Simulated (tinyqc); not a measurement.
Pariser-Parr-Pople SCF with singles CI, for the molecule C=Cc1ccsc1 (SMILES; centres numbered as the heavy atoms are written), step by step. One step of it, computed by the program tinyqc.

Question. PPP integrals. Ohno: gamma = 14.399645/sqrt(R^2 + a^2), a = 2 x 14.399645/(gamma_rr + gamma_ss); H_rr = -W_r - sum_(s != r) z_s gamma_rs; H_rs = beta for bonds.

Centres (angstrom, eV; a flat drawing with bonds scaled to 1.40 angstrom):
```
centre          x          y  core charge z          W   gamma_rr
1C      -2.628000   0.423000              1  11.160000  11.130000
2C      -1.659000  -0.587000              1  11.160000  11.130000
3C      -0.299000  -0.252000              1  11.160000  11.130000
4C       0.771000  -1.155000              1  11.160000  11.130000
5C       1.960000  -0.417000              1  11.160000  11.130000
6S       1.626000   0.943000              2  22.000000  13.000000
7C       0.229000   1.044000              1  11.160000  11.130000
```

Resonance integrals (eV):
```
i  j       beta
1  2  -2.390000
2  3  -2.390000
3  4  -2.390000
4  5  -2.390000
5  6  -2.020000
6  7  -2.020000
7  3  -2.390000
```

Give: repulsion gamma_rs; core matrix H.

Answer.

repulsion gamma_rs (eV):
```
         1C       2C       3C       4C       5C       6S       7C
1C  11.1300   7.5548   5.2393   3.6322   2.9749   3.2368   4.5039
2C   7.5548  11.1300   7.5520   5.1227   3.7430   3.7742   5.1236
3C   5.2393   7.5520  11.1300   7.5535   5.5203   5.6229   7.5555
4C   3.6322   5.1227   7.5535  11.1300   7.5556   5.6234   5.5207
5C   2.9749   3.7430   5.5203   7.5556  11.1300   7.8259   5.5201
6S   3.2368   3.7742   5.6229   5.6234   7.8259  13.0000   7.8251
7C   4.5039   5.1236   7.5555   5.5207   5.5201   7.8251  11.1300
```

core matrix H (eV):
```
          1C        2C        3C        4C        5C        6S        7C
1C  -41.5386   -2.3900    0.0000    0.0000    0.0000    0.0000    0.0000
2C   -2.3900  -47.8045   -2.3900    0.0000    0.0000    0.0000    0.0000
3C    0.0000   -2.3900  -55.8265   -2.3900    0.0000    0.0000   -2.3900
4C    0.0000    0.0000   -2.3900  -51.7914   -2.3900    0.0000    0.0000
5C    0.0000    0.0000    0.0000   -2.3900  -52.1257   -2.0200    0.0000
6S    0.0000    0.0000    0.0000    0.0000   -2.0200  -55.9083   -2.0200
7C    0.0000    0.0000   -2.3900    0.0000    0.0000   -2.0200  -55.0341
```
